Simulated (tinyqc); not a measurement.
Born-Oppenheimer dynamics on the UHF/sto-3g surface (energies and gradients from PySCF), for H4+, spin multiplicity 2, step by step. Computed by tinyqc, a small Python program that keeps every step (integrals from PySCF). Settings: charge = 1, multiplicity = 2, basis = sto-3g, time step (fs) = 0.2, steps = 24. Command: `OMP_NUM_THREADS=1 python tinyqc.py 24181 24182 out.jsonl` (the two numbers bound the seeds that draw the settings). One thread of a shared host (Intel(R) Xeon(R) Processor @ 2.60GHz), about 1 s of CPU time with the checks.

positions (bohr):
```
            x         y          z
1H   0.090707  0.017008   0.054802
2H   0.068030  0.092597   1.668628
3H  -0.166296  2.078699  -0.018897
4H   0.009449  2.097596   1.765004
```

The total energy should stay constant up to terms of order dt^2; the step counts as short enough if it moves by less than 2 % of the largest kinetic energy.

Trajectory:
```
time (fs)  1H-2H (angstrom)  potential (hartree)  kinetic (hartree)  total (hartree)
0.000000           0.855020          -1.63401280         0.00020353      -1.63380927
0.200000           0.853227          -1.63476159         0.00094866      -1.63381293
0.400000           0.850200          -1.63755554         0.00372989      -1.63382565
0.600000           0.846015          -1.64219264         0.00834673      -1.63384591
0.800000           0.840786          -1.64834987         0.01447849      -1.63387138
1.000000           0.834661          -1.65561870         0.02171938      -1.63389933
1.200000           0.827824          -1.66354708         0.02962006      -1.63392702
1.400000           0.820492          -1.67168150         0.03772937      -1.63395213
1.600000           0.812906          -1.67960387         0.04563100      -1.63397287
1.800000           0.805330          -1.68695999         0.05297188      -1.63398810
2.000000           0.798042          -1.69347874         0.05948149      -1.63399725
2.200000           0.791327          -1.69898238         0.06498214      -1.63400024
2.400000           0.785469          -1.70338881         0.06939137      -1.63399743
2.600000           0.780735          -1.70670700         0.07271745      -1.63398955
2.800000           0.777373          -1.70902619         0.07504851      -1.63397768
3.000000           0.775595          -1.71049935         0.07653616      -1.63396319
3.200000           0.775570          -1.71132160         0.07737386      -1.63394774
3.400000           0.777416          -1.71170462         0.07777156      -1.63393307
3.600000           0.781196          -1.71184954         0.07792873      -1.63392080
3.800000           0.786915          -1.71192151         0.07800931      -1.63391220
4.000000           0.794520          -1.71203048         0.07812261      -1.63390787
4.200000           0.803908          -1.71222168         0.07831401      -1.63390767
4.400000           0.814929          -1.71247792         0.07856720      -1.63391071
4.600000           0.827399          -1.71273287         0.07881721      -1.63391566
4.800000           0.841105          -1.71289166         0.07897066      -1.63392100
```

Is the time step short enough?

Yes. The total energy moves within 1.9e-04 hartree, under 2 % of the largest kinetic energy.
